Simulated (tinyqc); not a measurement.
# Minority carriers and saturation current of a heavily doped emitter: effects of single changes

n-type, parabolic bands, full ionisation. eta = (EF - Ec)/kB T solves N = Nc F12(eta), F12(x) = (2/sqrt(pi)) int_0^infinity sqrt(u)/(1 + exp(u - x)) du. The gap shrinks rigidly by dEg = E1 [ln(N/N0) + sqrt(ln^2(N/N0) + 0.5)], an empirical law that is here taken as the true narrowing.

Inputs (values chosen for the exercise); band and dielectric values close to those of silicon: temperature T = 300 K; band gap Eg = 1.13 eV; conduction-band density of states at 300 K Nc = 2.85e19 cm^-3; valence-band density of states at 300 K Nv = 2.68e19 cm^-3; ionised donor density N = 1.1e19 cm^-3; energy of the narrowing law E1 = 8.6 meV; density of the narrowing law N0 = 9.1e16 cm^-3; minority-hole mobility mup = 150 cm^2/(V s); Auger coefficient Cn = 3.3e-31 cm^6/s; defect lifetime ts = 0.084 us; emitter width W = 270 nm; recombination velocity at the contact S = 6000 cm/s.

Constants: q = 1.602176634e-19 C, kB = 1.380649e-23 J/K, Vt = kB T/q. Results are converted to the units shown.

Each table varies one quantity; the others keep the values above.

## Effect of the doping

ni = sqrt(Nc Nv) exp(-Eg/(2 Vt)), Eg in volts; degeneracy factor g = F12(eta) exp(-eta); nie^2 = ni^2 exp(dEg/kB T) g, p0 = nie^2/N; apparent narrowing dEg + kB T ln g. 1/tau = Cn N^2 + 1/ts, D = mup Vt, L = sqrt(D tau); J0 = (q p0 D/L)(s + tanh(W/L))/(1 + s tanh(W/L)), s = S L/D; the share recombining inside is 1 - 1/[cosh(W/L)(1 + tanh(W/L)/s)]. The mobility is held fixed.

Results:
```
N (cm^-3)  apparent narrowing (meV)  p0 (cm^-3)  L (nm)  J0 (fA/cm^2)  share inside (%)
6.4e17                        34.41       469.6    5675         456.8             5.243
1.5e18                        48.48       345.2    5537         336.7             5.493
3.7e18                        63.12       246.6    4859         244.4             7.019
8.9e18                        76.45       171.7    3193         185.5             14.89
2.1e19                        87.32       110.8    1569         174.0             42.09
5.1e19                        93.23       57.33   667.5         250.0             80.42
3e20                          54.20       2.154   114.2         115.1             99.67
```

Estimate the missing row, N = 1.2e20 cm^-3.

Computed row:
```
N (cm^-3)  apparent narrowing (meV)  p0 (cm^-3)  L (nm)  J0 (fA/cm^2)  share inside (%)
1.2e20                        87.40       19.45   285.3         320.9             96.19
```

With this row back in the table: The apparent narrowing goes from 34.4 through a maximum of 93.2 (at N = 5.1e19 cm^-3 among the rows listed) to 54.2 meV. p0 goes as N^(-0.36) between the first two rows and N^(-2.40) between the last two (-1 without narrowing or degeneracy), and J0 moves up and down between 115 and 457 fA/cm^2.

## Effect of the contact

Same model as above.

Effect of the contact:
```
S (cm/s)  J0 (fA/cm^2)  share inside (%)
80              36.785            94.603
340             43.192            80.499
1500            71.494            48.438
6200            181.70            18.764
26000           579.09            5.5528
1.1e5           1576.3            1.7315
4.8e5           2773.4           0.77364
2.1e6           3366.8           0.55132
8.8e6           3538.1           0.50103
```

Read the table: what changes, and by how much?

J0 rises from 36.8 to 3540 fA/cm^2, between the limits q p0 (D/L) tanh(W/L) = 34.8 and q p0 (D/L) coth(W/L) = 3600; W/L = 0.099, so passivating the contact can gain at most a factor of 103.

Range of the model: Band tails, non-parabolic bands and incomplete ionisation are left out.

Program tinyqc, `OMP_NUM_THREADS=1 python tinyqc.py 2330126 2330127 out.jsonl`; Intel Xeon 2.30GHz, shared host, one thread, about 0.01 s.
